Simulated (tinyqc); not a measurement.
What moves the results: valley splitting in a one-orbital chain of atomic planes (second-neighbour model). A value that a table varies takes the place of the one given here.

Each (001) plane carries one orbital with energy e0, hopping v to the next plane and u to the second: E(phi) = e0 + 2 v cos(phi) + 2 u cos(2 phi), where phi = pi - k a/4 (the sign of every second orbital is chosen so that v > 0, which shifts the phase by pi). The minimum lies at cos(phi0) = -v/(4u), phi0 = pi - (pi/2) k0 for a valley at k0 (2 pi/a), and e0 puts it at zero. A slab of N planes has hard walls: the matrix simply ends.

A well of Nw planes between barriers of 40 planes each (as of a SiGe alloy, taken as an offset alone). With x = j - 39.5 for plane j = 0, 1, ..., the potential is V0 (f(x) + f(Nw - x)) + F (j - 40) a/4, f(y) = 1/(1 + exp(y/L)), a step for L = 0; L is in planes, 4 L is about the distance over which f goes from 0.88 to 0.12, and 1 MV/m = 1e-4 V/angstrom.

Constants: hbar^2/2m0 = 3.80998211 eV angstrom^2.

Values chosen for the exercise (near those of the Delta valleys of silicon; abrupt walls in this chain split the valleys several times more than measured wells; shifted at random, so the results belong to these values and not to a real crystal):
- a = 5.43 angstrom (lattice constant; planes lie a/4 apart)
- ml = 0.944 m0 (longitudinal mass)
- N0 = 37 (first number of planes)
- Nf = 80 (planes in the thick slab)
- V0 = 0.25 eV (barrier height)
- F = 5 MV/m (field)
- Nw = 44 (planes in the well)
- k0 = 0.86 2 pi/a (position of the valley)

## Splitting against the number of planes

u = 0.574891 eV
v = 0.501635 eV
e0 = 1.259211 eV
phi0 = 1.790708 rad

Ten slabs from N0 on, of thickness (N - 1) a/4 between the outer planes. Effective mass: E1 = (c/ml)(pi/W)^2 with W = (N + 2) a/4: the amplitude vanishes on two missing planes at each end, and the envelope has its nodes N + 2 spacings apart. Large-N estimate of the splitting: 16 pi^2 u |sin(phi0) sin((N + 2) phi0)|/(N + 2)^3.

Doublet (meV):
```
N   thickness (angstrom)  mean level  effective mass  splitting  estimate
37                 48.87       14.19           14.21      1.014     0.988
38                 50.23       13.49           13.51      0.779     0.814
39                 51.59       12.85           12.86      1.189     1.180
40                 52.94       12.23           12.25      0.192     0.224
41                 54.30       11.69           11.69      1.109     1.114
42                 55.66       11.14           11.17      0.283     0.259
43                 57.02       10.67           10.67      0.853     0.866
44                 58.37       10.20           10.22      0.595     0.580
45                 59.73        9.77            9.79      0.505     0.523
46                 61.09        9.38            9.38      0.731     0.725
```

The mean level falls smoothly, from 14.2 to 9.4 meV, within 0.3 % of the effective-mass value. The splitting swings between 0.192 (N = 40) and 1.189 meV (N = 39): one plane more or less changes the phase between the two walls by phi0 = 1.791 rad. The estimate misses the computed values by at most 0.035 meV.

## Splitting against the electric field

A thick slab in a field F: plane j = 0, 1, ... gains the energy F j a/4 (1 MV/m = 1e-4 V/angstrom), which presses the electron against the first wall. The exponent is the slope of ln(splitting) against ln F between 20 and 50 MV/m.

Doublet:
```
F (MV/m)  mean level (meV)  splitting (meV)  splitting/F (meV per MV/m)
1                     8.17           0.1735                      0.1735
2                    12.39           0.2891                      0.1445
5                    22.42           0.6962                      0.1392
10                   35.14           1.3918                      0.1392
20                   54.90           2.7846                      0.1392
30                   71.11           4.1781                      0.1393
50                   98.25           6.9672                      0.1393
```

exponent = 1.00

The splitting goes from 0.1735 to 6.9672 meV. At high field it grows as F^1.00: at a single hard wall it follows the squared slope of the envelope, which is proportional to F, while the level itself grows about as F^(2/3) (here F^0.64). A hard wall is the sharpest interface possible; real Si interfaces split several times less. At the lowest fields the second wall still interferes, so the last column is not yet constant.

## Sharp and graded interfaces

The lowest doublet for several interface widths L.

Doublet:
```
L (planes)  4 L (angstrom)  mean level (meV)  splitting (micro-eV)
0.00                  0.00             21.67                735.49
0.25                  1.36             21.80                381.47
0.50                  2.71             21.99                 74.51
0.75                  4.07             22.25                 13.50
1.00                  5.43             22.58                  2.14
1.50                  8.14             23.47                  0.05
2.00                 10.86             24.64                  0.00
```

The mean level moves by +3.0 meV over the table, while the splitting falls from 735.5 micro-eV at a step to 2.14 at L = 1 plane, a factor 343. Coupling the valleys needs the Fourier component of the potential at twice the valley wave vector, a period of a few planes, and grading removes it. Random alloy disorder, left out here, sets the splitting once this part is gone.

## What each parameter does

Step interfaces (L = 0). u, v, e0 follow from 8 u sin^2(phi0) = (2c/ml)/(a/4)^2, v = -4u cos(phi0), e0 = 2u + v^2/(4u), c = hbar^2/2m0. Each row changes one parameter from the base and keeps the others.

Results:
```
case              mean level (meV)  splitting (micro-eV)
base                         21.67                 735.5
k0 = 0.87 2 pi/a             21.67                 714.8
ml = 1.038 m0                20.88                 729.2
V0 = 0.375 eV                22.15                 748.2
F = 10 MV/m                  32.30                1401.3
Nw = 45                      21.57                 829.1
```

The largest shifts from the base row, up to three for each result and ties (the steps differ in size, so this ranks the rows, not the parameters). mean level (meV): F +10.63, ml -0.79, V0 +0.48; unchanged at the printed digits by k0. splitting (micro-eV): F +665.8, Nw +93.6, k0 -20.7.

(tinyqc, `OMP_NUM_THREADS=1 python tinyqc.py 1480007 1480008 out.jsonl`, Intel(R) Xeon(R) Processor @ 2.30GHz, 1 thread, shared host, about 0.01 s.)
